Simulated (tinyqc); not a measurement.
Worked calculation: polytypes and stacking faults of a tetrahedral semiconductor in an axial Ising model with couplings up to third neighbours. Computed by tinyqc, a small Python program that keeps every step. Command: `OMP_NUM_THREADS=1 python tinyqc.py 3000102 3000103 out.jsonl polytype walk`. One thread of a shared host (Intel(R) Xeon(R) Processor @ 2.30GHz), about 0.01 s of CPU time with the checks. Intermediate numbers are printed to about 6 digits and carried at full precision; extremes and crossings named in words are read from the listed rows.

Each double layer has s = +1 or -1 for the sense of its stacking step; E per pair of atoms = E0 - sum_n J_n <s_i s_(i+n)>, n = 1, 2, 3. Hexagonality h = (1 - <s_i s_(i+1)>)/2.

Inputs (values chosen for the exercise, of the order of those of SiC for J, a, G and the gaps):
```
quantity,value,unit
J1,2.25,meV/pair
J2,-3.26,meV/pair
J3,-0.34,meV/pair
basal lattice constant a,3.08,angstrom
shear modulus G,188,GPa
Poisson ratio nu,0.22,-
gap of 3C,2.39,eV
gap of 4H,3.26,eV
binding energy of the fault level E_b,0.31,eV
in-plane mass m,0.35,m0
effective density of states N_c at 300 K,1.5e+19,1/cm^3
electron density n,1.9e+19,1/cm^3
temperature T,700,K
```

Host polytype: 6H.

Constants: 1 eV/angstrom^2 = 16.02176634 J/m^2; m_0 = 9.1093837015e-31 kg; hbar = 1.054571817e-34 J s; k_B = 1.380649e-23 J/K; k_B = 8.617333262e-05 eV/K.

## Energies of the polytypes

correlations of the repeat units 3C (+), 2H (+-), 4H (++--), 6H (+++---), 15R (+++--), 8H (++++----), 21R (++++---), 9R (++-):
```
,n = 1,n = 2,n = 3
3C,1.00000,1.00000,1.00000
2H,-1.00000,1.00000,-1.00000
4H,0.00000,-1.00000,0.00000
6H,0.33333,-0.33333,-1.00000
15R,0.20000,-0.60000,-0.60000
8H,0.50000,0.00000,-0.50000
21R,0.42857,-0.14286,-0.71429
9R,-0.33333,-0.33333,1.00000
```

E - E(3C) = sum_n J_n (1 - C_n), C_n = <s_i s_(i+n)>. The gap is taken linear in h between 3C (h = 0) and 4H (h = 1/2), a rough rule, with a dash beyond.

Polytypes:
```
polytype,h,E - E(3C) (meV/pair),gap by the linear rule (eV)
3C,0.00000,0.00000,2.39000
2H,1.00000,3.82000,-
4H,0.50000,-4.61000,3.26000
6H,0.33333,-3.52667,2.97000
15R,0.40000,-3.96000,3.08600
8H,0.25000,-2.64500,2.82500
21R,0.28571,-3.02286,2.88714
9R,0.66667,-1.34667,-
```

E(2H) - E(3C) = 3.82 meV/pair

E(4H) - E(3C) = -4.61 meV/pair

E(6H) - E(3C) = -3.52667 meV/pair

The lowest is 4H, 0.650 meV/pair below 15R. J1/|J2| = 0.69: for J3 = 0 and J2 < 0 the ground state is 2H below -2, 4H between -2 and 2, and 3C above 2; at 2 itself all periods with bands of two or more layers are degenerate.

## Back from three energies to J1, J2, J3

With d2, d4, d6 the energies of 2H, 4H, 6H over 3C: d2 = 2 J1 + 2 J3, d4 = J1 + 2 J2 + J3, d6 = (2/3) J1 + (4/3) J2 + 2 J3, so J2 = (d4 - d2/2)/2, J3 = (3/4)(d6 - (2/3) d4), J1 = d2/2 - J3.

J1 recovered = 2.25000 meV/pair

J2 recovered = -3.26 meV/pair

J3 recovered = -0.340000 meV/pair

## Stacking-fault energies

fault coefficients k_n:
```
,J1,J2,J3
single Shockley (42),0.00000,0.00000,-4.00000
Frank-type (32),0.66667,1.33333,-2.00000
Frank-type (43),-0.66667,-1.33333,-2.00000
```

Faults in 6H: the sequences single Shockley (42) (++++--), Frank-type (32) (+++--), Frank-type (43) (++++---) are put between perfect repeats; k_n = (layers x C_n of the host) - sum_i s_i s_(i+n). gamma = sum k_n J_n/A, A = (sqrt 3/2) a^2; 1 meV/angstrom^2 = 16.02177 mJ/m^2.

gamma (mJ/m^2): single Shockley (42) 2.65227, Frank-type (32) -4.22543, Frank-type (43) 6.87769

energy of the glide fault, single Shockley (42) = 2.65227 mJ/m^2

The cheapest is the Frank-type (32) fault, with a negative energy: the host is not the ground state of this model against it.

## Splitting of a basal screw dislocation

Screw line, bounded by the single Shockley (42) fault of energy gamma: b = a, partials b_p = a/sqrt 3; d = G b_p^2 (2 - 3 nu)/(8 pi gamma (1 - nu)). One partial is driven off by the shear stress gamma/b_p along its Burgers vector.

splitting width d = 153.211 nm

stress to open the fault = 14.9151 MPa

## Electronic energy gained by the fault

The fault binds electrons in a two-dimensional band E_b below the conduction edge, g2 = m m0/(pi hbar^2) for one valley. With the Fermi level held by the bulk, eta = ln[n/N_c(T)], N_c(T) = N_c (T/300)^1.5, the grand potential falls by g2 (k_B T)^2 F1(x), x = eta + E_b/(k_B T), F1(x) = integral from 0 to infinity of ln(1 + exp(x - t)) dt; sheet density g2 k_B T ln(1 + e^x). Band bending by the trapped charge is left out, so the gain is an upper bound. Net fault energy = gamma of the single Shockley (42) fault less the electronic gain.

x = 4.10459

sheet density = 3.63440e+13 1/cm^2

electronic gain = 8.56808 mJ/m^2

net fault energy = -5.91582 mJ/m^2

This upper bound of the gain exceeds the fault energy: the fault may expand once its partial can move. Caution: the bulk is near degeneracy, where eta = ln(n/N_c) underestimates the Fermi level. Caution: rows with n above 0.3 N_c(T) are near degeneracy, where eta = ln(n/N_c) underestimates the Fermi level.

## Gain against electron density

The formulas are those given above.

At T:
```
n (1/cm^3),x,sheet density (1/cm^2),gain (mJ/m^2),gain/gamma,gain/gamma at T + 200 K
1.00e+14,-8.05019,2.81328e+09,2.71912e-04,1.02521e-04,3.71050e-05
1.00e+15,-5.74761,2.80925e+10,2.71717e-03,1.02447e-03,3.70991e-04
1.00e+16,-3.44502,2.76977e+11,2.69795e-02,1.01722e-02,3.70410e-03
1.00e+17,-1.14244,2.44211e+12,2.52860e-01,9.53374e-02,3.64770e-02
1.00e+18,1.16015,1.26363e+13,1.72695e+00,6.51123e-01,3.20869e-01
5.00e+18,2.76958,2.49621e+13,4.61845e+00,1.74132e+00,1.14685e+00
2.00e+19,4.15588,3.67893e+13,8.74935e+00,3.29882e+00,2.68336e+00
```

For x well below 0 the gain is k_B T times the sheet density and linear in n; for x well above 0 the well fills and the gain grows only about as x^2. It passes the fault energy from n = 5.0e18 /cm^3 on; 200 K more changes it by a factor 0.36 at 1e16, so faults opened by injected carriers can shrink on heating.

Checks made by the program: the recovered constants (relative difference below 1e-10).
